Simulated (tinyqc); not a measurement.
Thin-body transistor below threshold, two-dimensional Poisson equation on a small mesh: two steps of the calculation.

A thin body on a thick buried insulator of low permittivity, taken as carrying no normal field at the bottom of the body (row 0). Mobile charge is neglected (subthreshold), the body is fully depleted, and potentials are counted from the intrinsic level; rows run upward to the gate, columns from source to drain.

Inputs (values chosen for the exercise); semiconductor permittivity close to that of silicon:
```
symbol   value   unit                                     meaning
T          293      K                                 temperature
eps_r     11.7         relative permittivity of the semiconductor
eox        7.5             relative permittivity of the insulator
tb           6     nm                              body thickness
tox        1.9     nm                         insulator thickness
L           41     nm                              channel length
Na      1.7e18  cm^-3       acceptor density of the depleted body
Vbi       0.59      V                     potential of the source
```

Constants: q = 1.602176634e-19 C, kB = 1.380649e-23 J/K, Vt = kB T/q, eps0 = 8.8541878128e-14 F/cm where lengths are in cm. Results are converted to the units shown.

Question 1. Coefficients of the five-point equations. Mesh: rows i = 0..2 in the semiconductor (step hs = tb/2, row 2 on the interface), then 2 step(s) ho = tox/2 up to the gate row 4; columns j = 0..5 (step hy = L/5). Box integration, divided by eps0: up_i = eps hy/h of the interval above row i, dn_i = that of the interval below (0 for row 0), lat_i = (sum of eps h/2 over the intervals above and below)/hy, s_i = -q Na w_i hy/eps0 with w_i the semiconductor height of the box (hs/2 for row 0 and the interface row, hs between, 0 in the insulator). Each free node obeys (up + dn + 2 lat) psi = up psi(above) + dn psi(below) + lat [psi(left) + psi(right)] + s.

Find: up; dn; lat; s.

Answer 1.

```
row     up     dn     lat    s (V)
0    31.98      0   2.140  -0.3784
1    31.98  31.98   4.280  -0.7567
2    64.74  31.98   2.575  -0.3784
3    64.74  64.74  0.8689        0
```

Question 2. Barrier, swing and barrier lowering. The barrier is read along row 0, the path farthest from the gate. Take the node j of lowest psi: barrier Vbi - psi_j; swing Vt ln 10/(d psi_j/dVg); DIBL = (d psi_j/dVd)/(d psi_j/dVg). The derivatives solve the same equations with s = 0 and a unit change of that voltage.

converged psi (V):
```
              j=0         j=1         j=2         j=3         j=4         j=5
row 0   0.5900000   0.0723371  -0.0664919  -0.0251389   0.2785137   1.2900000
row 1   0.5900000   0.0588153  -0.0667190  -0.0308617   0.2429738   1.2900000
row 2   0.5900000   0.0146604  -0.0648854  -0.0447748   0.1276060   1.2900000
row 3   0.2650000  -0.0210259  -0.0620983  -0.0518592   0.0370845   0.6150000
row 4  -0.0600000  -0.0600000  -0.0600000  -0.0600000  -0.0600000  -0.0600000
```

d psi/dVg on row 0: j=0 0.00000000, j=1 0.69548457, j=2 0.89972762, j=3 0.89972762, j=4 0.69548457, j=5 0.00000000
d psi/dVd on row 0: j=0 0.0000000, j=1 0.0049887, j=2 0.0205984, j=3 0.0796740, j=4 0.2995268, j=5 1.0000000

Give: j; barrier; swing; DIBL.

Answer 2.

j = 2
barrier = 0.6565 V
swing = 64.62 mV/decade
DIBL = 22.89 mV/V

Numbers from tinyqc (`OMP_NUM_THREADS=1 python tinyqc.py 2480051 2480052 out.jsonl`; about 0.09 s on one thread of a shared Intel Xeon 2.30GHz).
